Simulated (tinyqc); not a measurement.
Worked calculation: type-II superlattice in the two-band Kane model. Values are carried at full precision from step to step, so a last printed digit may differ when a step is redone from the rounded ones.

Motion along the axis, period d = a + b, c = hbar^2/2m0. Conduction and light-hole bands couple: (E - Ec)(E - Ev) = Ep c k^2 in each layer, with mass m(E) = (E - Ev)/Ep, which may be negative. The conduction envelope psi and psi'/m(E) are continuous; a layer carries them by [[cos kt, (m/k) sin kt], [-(k/m) sin kt, cos kt]] (cosh and sinh for k^2 < 0), and cos(q d) = tr(M_B M_A)/2. C1 is the first miniband above EvB, with its bottom at tr/2 = +1 and its top at -1; the gap is the bottom of C1 less the top heavy-hole level HH1.

Constants: hbar^2/2m0 = 3.80998211 eV angstrom^2; hc = 1239.841984 eV nm.

Inputs chosen for the exercise (near those of an InAs/GaSb superlattice; shifted at random, so the results belong to these values and not to a real crystal):
- a = 44 angstrom (layer A)
- b = 46 angstrom (layer B)
- EcA = 0 eV (conduction edge of A)
- EvA = -0.41 eV (valence edge of A)
- EcB = 0.961 eV (conduction edge of B)
- EvB = 0.159 eV (valence edge of B)
- EpA = 14.3 eV (coupling energy in A)
- EpB = 17.7 eV (coupling energy in B)
- E = 0.177 eV (trial energy)
- mhA = 0.35 m0 (heavy hole in A)
- mhB = 0.26 m0 (heavy hole in B)

## Wave numbers and masses at one energy

Give k^2 and m(E) in both layers.

Layers:

| layer | k^2 (1/angstrom^2) | m(E) (m0) |
|---|---|---|
| A | 0.0019070 | 0.04105 |
| B | -0.00020926 | 0.00102 |

In B the decay constant is 0.0145 1/angstrom; across the gap of B it peaks at mid-gap, at 0.0488, and vanishes at both edges.

## Transfer matrices

Form M_A, M_B and half the trace of their product.

M_A (angstrom units):
```
          1         2
1  -0.34351   0.88280
2  -0.99910  -0.34351
```

M_B (angstrom units):
```
        1         2
1  1.2297  0.050309
2  10.180    1.2297
```

tr/2 = 4.0458

E lies in a gap of the coupled bands.

## Edges and effective gap

Heavy holes are uncoupled: with e = EvB - E, p = sqrt(mhB e/c), w = sqrt(mhA (EvB - EvA - e)/c), the top level HH1 at q = 0 solves (p/mhB) tan(p b/2) = (w/mhA) tanh(w a/2).

C1 is the first miniband above EvB: bottom at tr/2 = +1, top at -1. The gap is its bottom less HH1; cut-off wavelength hc/gap.

bottom of C1 = 0.2606 eV
top of C1 = 0.3022 eV
HH1 = 0.1158 eV
gap = 0.1448 eV
cut-off = 8.56 micrometre

The bulk edges overlap by 159 meV; confinement lifts the electrons by 261 meV and lowers the holes by 43 meV, which opens the gap. It is 0.35 of the smaller bulk gap.

## Electron mass along the axis

m_z = -2 c f'/d^2 with f = tr/2 differentiated at the bottom of C1 (central difference of 1e-6 eV); compare the bulk edge mass (EcA - EvA)/EpA.

f' = -46.44 1/eV
m_z = 0.0437 m0
bulk edge mass of A = 0.0287 m0

## Checks

- Bottom of C1 from the two-band matrix on a staggered grid of 0.5 angstrom against the transfer matrix, eV: both 0.261.

Run: tinyqc, `OMP_NUM_THREADS=1 python tinyqc.py 1250374 1250375 out.jsonl`; Intel(R) Xeon(R) Processor @ 2.30GHz, one thread, shared host; about 0.08 s of CPU time with all checks.
